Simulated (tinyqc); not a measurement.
p-n diode with diffusion and depletion-layer recombination: two steps of the calculation.

Abrupt junction in the depletion approximation, low injection, full ionisation, neutral widths fixed, ohmic contact on the p side. Vj is the junction voltage; where a series resistance Rs is given, V = Vj + J Rs is the terminal voltage.

Values chosen for this exercise; band and dielectric values close to those of silicon:

| symbol | value | unit | meaning |
|---|---|---|---|
| T | 350 | K | temperature |
| Eg | 1.13 | eV | band gap |
| eps_r | 11.6 |  | relative permittivity |
| Nc | 3.58e19 | cm^-3 | conduction-band density of states at T |
| Nv | 3.29e19 | cm^-3 | valence-band density of states at T |
| Na | 1.5e18 | cm^-3 | acceptor density |
| Nd | 8.3e15 | cm^-3 | donor density |
| tn | 1e-7 | s | electron lifetime |
| tp | 2e-6 | s | hole lifetime |
| Rs | 0.00095 | ohm cm^2 | series resistance |
| Et | -0.13 | eV | trap level above the intrinsic level |
| Vj | 0.32 | V | junction voltage at which recombination is evaluated |
| V | 0.92 | V | terminal voltage |

Constants: q = 1.602176634e-19 C, kB = 1.380649e-23 J/K, Vt = kB T/q, eps0 = 8.8541878128e-14 F/cm where lengths are in cm. Results are converted to the units shown.

Question 1. Recombination in the depleted layer. ni = sqrt(Nc Nv) exp(-Eg/(2 Vt)), Eg in volts. Vbi = Vt ln(Na Nd/ni^2), W = sqrt(2 eps0 eps_r (Vbi - Vj)(1/Na + 1/Nd)/q), xp = W Nd/(Na + Nd), xn = W Na/(Na + Nd); u(x) = q Na (x + xp)^2/(2 eps0 eps_r) for x < 0 and Vbi - Vj - q Nd (xn - x)^2/(2 eps0 eps_r) for x > 0; p = Na exp(-u/Vt), n = Nd exp((u - Vbi + Vj)/Vt); U = ni^2 (exp(Vj/Vt) - 1)/(tp (n + ni exp(Et/Vt)) + tn (p + ni exp(-Et/Vt))); J_scr = q times the integral of U from -xp to xn. Trapezoid rule on 12 equal steps.

Find: W; x; u; n; p; U; J_scr.

Answer 1.

W = 268.6 nm

```
point	x (nm)	u (V)	n (cm^-3)	p (cm^-3)	U (cm^-3 s^-1)
0	-1.5	0.0000	1.704e9	1.500e18	1.704e16
1	20.9	0.0720	1.856e10	1.377e17	1.856e17
2	43.3	0.1401	1.775e11	1.440e16	1.772e18
3	65.7	0.2017	1.369e12	1.867e15	1.336e19
4	88.1	0.2569	8.519e12	3.001e14	5.225e19
5	110.4	0.3055	4.274e13	5.981e13	2.738e19
6	132.8	0.3477	1.730e14	1.478e13	7.319e18
7	155.2	0.3834	5.644e14	4.529e12	2.260e18
8	177.6	0.4125	1.486e15	1.721e12	8.597e17
9	200.0	0.4352	3.153e15	8.106e11	4.052e17
10	222.3	0.4515	5.399e15	4.735e11	2.367e17
11	244.7	0.4612	7.454e15	3.429e11	1.714e17
12	267.1	0.4644	8.300e15	3.080e11	1.540e17
```

J_scr = 3.812e-5 A/cm^2

Question 2. New Vj. Diffusion current alone: J = J0 (exp(Vj/Vt) - 1), g = Vj + J Rs - V, g' = 1 + Rs J0 exp(Vj/Vt)/Vt, Vj(new) = Vj - g/g'.

Vj after iteration 2 = 0.85972983 V
J0 = J0n + J0p = 6.8080586e-9 A/cm^2

Wanted: J; g; g'; Vj after iteration 3.

Answer 2.

J = 16315 A/cm^2
g = 15.439 V
g' = 514.89
Vj after iteration 3 = 0.82974 V

Program tinyqc, `OMP_NUM_THREADS=1 python tinyqc.py 2260008 2260009 out.jsonl`; Intel Xeon 2.30GHz, shared host, one thread, about 0.01 s.
